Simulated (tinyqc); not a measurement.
Vertical double-diffused power MOSFET, components of the on-resistance: two steps of the calculation.

Stripe cells of pitch Wp + a, two channels a cell. Current flows through the channels, spreads in the accumulation layer, passes the gap between the p bodies and spreads at 45 degrees into the drift layer below them. Low drain voltage, full ionisation.

Parameters, values chosen for the exercise; bulk values close to those of 4H silicon carbide:
- T = 300 K (temperature)
- eps_r = 9.76 (relative permittivity)
- Kc = 22100 V/cm per (cm^-3)^(1/8) (critical-field constant)
- BV = 900 V (rated breakdown voltage of the drift layer)
- mud = 827 cm^2/(V s) (drift mobility at 300 K)
- bt = 2 (temperature exponent of the drift mobility)
- tox = 82 nm (gate oxide thickness (eps_r 3.9))
- Vov = 14 V (gate overdrive)
- mch = 32 cm^2/(V s) (channel mobility)
- mac = 100 cm^2/(V s) (accumulation-layer mobility)
- Lc = 0.5 um (channel length)
- Wp = 5.2 um (width of the p body in one cell, channels included)
- a = 4.2 um (gap between neighbouring p bodies)
- xp = 0.8 um (depth of the p body)
- Nj = 2 (doping of the gap over the drift doping)
- Vbi = 2.97 V (built-in voltage of the body junction)
- Rs = 0.069 mohm cm^2 (substrate and contact resistance)

Constants: q = 1.602176634e-19 C, eps0 = 8.8541878128e-14 F/cm where lengths are in cm. Results are converted to the units shown.

Problem 1. Drift layer. Triangular field at breakdown with Ec = Kc N^(1/8): BV = eps0 eps_r Ec^2/(2 q N), so N = (eps0 eps_r Kc^2/(2 q BV))^(4/3); W = 2 BV/Ec; mu = mud (T/300 K)^(-bt); rho = 1/(q mu N); ideal resistance rho W.

Find: drift doping N; Ec; drift thickness W; electron mobility mu at T; drift resistivity rho; ideal resistance.

Solution 1.

drift doping N = 1.662e16 cm^-3
Ec = 2.355 MV/cm
drift thickness W = 7.644 um
electron mobility mu at T = 827.0 cm^2/(V s)
drift resistivity rho = 0.4542 ohm cm
ideal resistance = 0.3472 mohm cm^2

Problem 2. Components of the on-resistance. Pitch p = Wp + a, Cox = 3.9 eps0/tox; zero-bias depletion in the gap w0 = sqrt(2 eps0 eps_r Vbi/(q N Nj)), open gap g = a - 2 w0; R_ch = Lc p/(2 mch Cox Vov); R_acc = 0.6 a p/(4 mac Cox Vov), 0.6 being an empirical factor for current leaving the layer along its length; R_gap = (rho/Nj) xp p/g; spreading depth t = min(W, (p - g)/2); R_drift = (rho p/2) ln((g + 2 t)/g) + rho (W - t); R_on = the sum with Rs.

drift doping N = 1.6616272e16 cm^-3
drift thickness W = 7.6438742 um
electron mobility mu at T = 827 cm^2/(V s)
drift resistivity rho = 0.45420353 ohm cm

Give: w0; g; components; R_on; shares.

Solution 2.

w0 = 0.31050 um
g = 3.5790 um
components (mohm cm^2): channel 1.2456, accumulation 1.0045, gap 0.047717, drift 0.42113, substrate 0.069000
R_on = 2.7880 mohm cm^2
shares (%): channel 44.679, accumulation 36.029, gap 1.712, drift 15.105, substrate 2.475

The channel term is the largest. R_on is 8.03 times the ideal drift resistance rho W, and spreading raises the drift term to 1.21 times it.

tinyqc, about 0.01 s, one thread, Intel Xeon 2.30GHz (shared host): `OMP_NUM_THREADS=1 python tinyqc.py 2230116 2230117 out.jsonl`
